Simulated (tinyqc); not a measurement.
# Six-transistor SRAM cell, nodal equations and margins: what changes with what

Two cross-coupled inverters (pull-down bn, pull-up bp) hold the nodes Q and QB; access transistors (ba, threshold VTn, gate on the word line at Vdd when selected) join them to the bit lines. Transistor (EKV form, voltages against the body): I = 2 n b Vt^2 [F(vp - Vs) - F(vp - Vd)] from drain to source, F(v) = ln^2(1 + exp(v/(2 Vt))), vp = (Vg - VT + sg |Vd - Vs|)/n. n-channel bodies are at 0; for the p-channel device all voltages are counted down from Vdd. b in uA/V^2 gives I in uA. For an access transistor the bit line is the drain and the node the source. In a read both bit lines are at Vdd. The cell is symmetric (no mismatch).

Inputs (values chosen for the exercise):
- T = 350 K (temperature)
- Vdd = 0.5 V (supply voltage)
- n = 1.14 (slope factor)
- sg = 0.112 (drain-induced barrier lowering)
- VTn = 0.38 V (n-channel threshold)
- VTp = 0.4 V (p-channel threshold (magnitude))
- bn = 290 uA/V^2 (gain factor of the pull-down transistor)
- ba = 240 uA/V^2 (gain factor of the access transistor)
- bp = 160 uA/V^2 (gain factor of the pull-up transistor)

Constants: q = 1.602176634e-19 C, kB = 1.380649e-23 J/K, Vt = kB T/q. Results are converted to the units shown.

Each table varies one quantity; the others keep the values above.

## Effect of the supply voltage

f(x) is the node voltage of one half-cell for input x: In = Ip in hold, In = Ip + Ia in a read. Static noise margin: side of the largest square between the curve (x, f(x)) and its mirror image (f(y), y); with h(c) the root x of f(x) - x = c, it is the maximum over c > 0 of h(c) - h(-c) + c. Q is the low node in a read and Iread the current of its access transistor. The write trip is the voltage to which the bit line of the high node must fall (the other staying at Vdd) for that state to vanish; higher is easier, and a negative value means that a grounded bit line does not write.

Result of one run:
```
Vdd (V),hold margin (mV),read margin (mV),Q in a read (mV),Iread (uA),write trip (mV)
0.4,143.1,58.58,42.57,0.3031,118.8
```

What becomes of these results when the supply voltage Vdd is changed from 0.4 to 0.7 V, all else the same?

Result of the changed run:
```
Vdd (V),hold margin (mV),read margin (mV),Q in a read (mV),Iread (uA),write trip (mV)
0.7,265.8,116.9,100.7,7.882,208.7
```

The whole series:
```
Vdd (V),hold margin (mV),read margin (mV),Q in a read (mV),Iread (uA),write trip (mV)
0.4,143.1,58.58,42.57,0.3031,118.8
0.5,186.0,79.36,57.43,1.460,142.7
0.6,227.2,99.16,77.47,3.978,173.3
0.7,265.8,116.9,100.7,7.882,208.7
0.85,316.1,137.4,138.0,16.23,267.1
1,357.5,150.7,176.2,27.53,329.3
```

As Vdd goes from 0.4 to 1 V, the read margin rises from 58.6 to 151 mV, the write trip rises from 119 to 329 mV and Iread rises from 0.303 to 27.5 uA. The read margin is 0.41 of the hold margin in the first row and 0.42 in the last. For Vdd = 0.4 to 0.6 V the read margin is under 100 mV, which threshold mismatch, left out here, can use up in a large array.

## Effect of the gain factor of the pull-up transistor

Same model as above.

Result of one run:
```
bp (uA/V^2),hold margin (mV),read margin (mV),Q in a read (mV),Iread (uA),write trip (mV)
69,179.0,69.73,57.45,1.460,172.3
```

What becomes of these results when the gain factor of the pull-up transistor bp is changed from 69 to 99 uA/V^2, all else the same?

Result of the changed run:
```
bp (uA/V^2),hold margin (mV),read margin (mV),Q in a read (mV),Iread (uA),write trip (mV)
99,182.4,73.89,57.44,1.460,160.0
```

The whole series:
```
bp (uA/V^2),hold margin (mV),read margin (mV),Q in a read (mV),Iread (uA),write trip (mV)
48,175.1,65.51,57.46,1.459,184.3
69,179.0,69.73,57.45,1.460,172.3
99,182.4,73.89,57.44,1.460,160.0
140,185.1,77.85,57.44,1.460,147.6
200,187.3,81.89,57.43,1.460,134.4
290,188.9,86.06,57.43,1.460,119.7
```

As bp goes from 48 to 290 uA/V^2, the read margin rises from 65.5 to 86.1 mV, the write trip falls from 184 to 120 mV and Iread stays near 1.46 uA. The read margin is 0.37 of the hold margin in the first row and 0.46 in the last. Read stability and write ability pull in opposite directions. In every row the read margin is under 100 mV, which threshold mismatch, left out here, can use up in a large array.

tinyqc, about 0.2 s, one thread, Intel Xeon 2.30GHz (shared host): `OMP_NUM_THREADS=1 python tinyqc.py 2340109 2340110 out.jsonl`
